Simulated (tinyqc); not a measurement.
## Single-electron transistor, orthodox theory and master equation: linear conductance against temperature

A metal island with n extra electrons joins the left lead (voltage V) and the right lead (0 V) by tunnel junctions and couples to a gate. Cs = CL + CR + Cg. Adding electron n + 1 costs mu(n) = [q (n + 1/2) - CL V - Cg Vg]/Cs (in volts); the Fermi levels are -V (left) and 0 (right). A jump that gains the energy W has the rate G(W) = (W/q)/(R [1 - exp(-W/Vt)]), W in volts, Vt = kB T/q. Sequential tunnelling only; I > 0 flows from left to right.

Onto the island: from the left W = -V - mu(n), from the right W = -mu(n); off the island (n + 1 to n): to the left W = mu(n) + V, to the right W = mu(n). Steady state: p(n + 1)/p(n) = (sum of on rates)/(sum of off rates), normalised. I = q sum_n [p(n + 1) (off to left) - p(n) (on from left)]. Enough charge states are kept that the digits shown do not change. The conductance is dI/dV at V = 0 times RL + RR, at Vg = q/(2 Cg) (peak) and Vg = 0 (valley).

Parameters, values chosen for the exercise: capacitance of the left junction CL = 4.2 aF; capacitance of the right junction CR = 2.6 aF; gate capacitance Cg = 2.1 aF; resistance of the left junction RL = 810 kohm; resistance of the right junction RR = 810 kohm.

Constants: q = 1.602176634e-19 C, kB = 1.380649e-23 J/K, Vt = kB T/q. Results are converted to the units shown.

Results:

| T (K) | kB T/(q^2/Cs) | peak | valley |
|---|---|---|---|
| 5.3 | 0.02537 | 0.5000 | 1.088e-7 |
| 8.4 | 0.04021 | 0.5000 | 9.893e-5 |
| 14 | 0.06702 | 0.5000 | 0.008577 |
| 22 | 0.1053 | 0.5007 | 0.08164 |
| 35 | 0.1675 | 0.5140 | 0.2888 |
| 56 | 0.2681 | 0.5779 | 0.5264 |
| 140 | 0.6702 | 0.7839 | 0.7839 |

Estimate the missing row, T = 90 K.

Computed row:

| T (K) | kB T/(q^2/Cs) | peak | valley |
|---|---|---|---|
| 90 | 0.4308 | 0.6888 | 0.6857 |

With this row back in the table: At low temperature the peak is 0.500, the limit 1/2 of a metal island with only two charge states in play; it rises from 0.500 to 0.784, and the valley rises from 1.09e-7 to 0.784. Among the rows the valley is within 10 % of the peak from kB T = 0.27 q^2/Cs on: the oscillation is washed out.

Range of the model: Cotunnelling, which dominates deep in the blockade, is left out.

Computed by the program tinyqc: `OMP_NUM_THREADS=1 python tinyqc.py 2780108 2780109 out.jsonl`, one thread of a shared Intel Xeon 2.30GHz, about 0.01 s for the whole run.
